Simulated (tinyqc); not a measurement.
# Density of surface states from the Kelvin-probe reading

Question. n-type bulk, xi = Ec - EF = Vt ln(Nc/Nd), p0 = ni^2/Nd, ni = sqrt(Nc Nv) exp(-Eg/(2 Vt)), Eg in volts. b is the upward band bending, u = b/Vt. Space charge per area, in units of q: Qc = sign(b) sqrt((2 eps0 eps_r Vt/q) [(Nd + dn)(exp(-u) - 1) + Nd u + (p0 + dn)(exp(u) - 1)]), with dn the excess density under light (flat quasi-Fermi levels; 0 in the dark). The states hold -Ds (E0 - xi - b): negative while the Fermi level lies above the neutrality level. Neutrality: Qc + Qf + (charge of the states) = 0. Work function chi + xi + b; contact potential difference CPD = (work function of the sample) - pt. Find b, Qc and Ds.

Inputs (values chosen for the exercise); band and dielectric values close to those of gallium nitride: temperature T = 350 K; band gap Eg = 3.46 eV; relative permittivity eps_r = 9.53; conduction-band density of states at T Nc = 2.94e18 cm^-3; valence-band density of states at T Nv = 5.9e19 cm^-3; electron affinity chi = 4.09 eV; donor density Nd = 2.9e17 cm^-3; fixed positive charge at the surface Qf = 0 cm^-2; work function of the probe tip pt = 4.75 eV; depth of their neutrality level below the conduction edge E0 = 0.46 eV.

Constants: q = 1.602176634e-19 C, kB = 1.380649e-23 J/K, Vt = kB T/q, eps0 = 8.8541878128e-14 F/cm where lengths are in cm. Results are converted to the units shown.

CPD = -239.57222 mV

Answer. The CPD gives b, b gives Qc, and neutrality gives Ds.

b = 0.351 V
Qc = 9.89e11 cm^-2
Ds = 2.50e13 cm^-2 eV^-1

Program tinyqc, `OMP_NUM_THREADS=1 python tinyqc.py 2430018 2430019 out.jsonl`; Intel Xeon 2.30GHz, shared host, one thread, about 0.01 s.
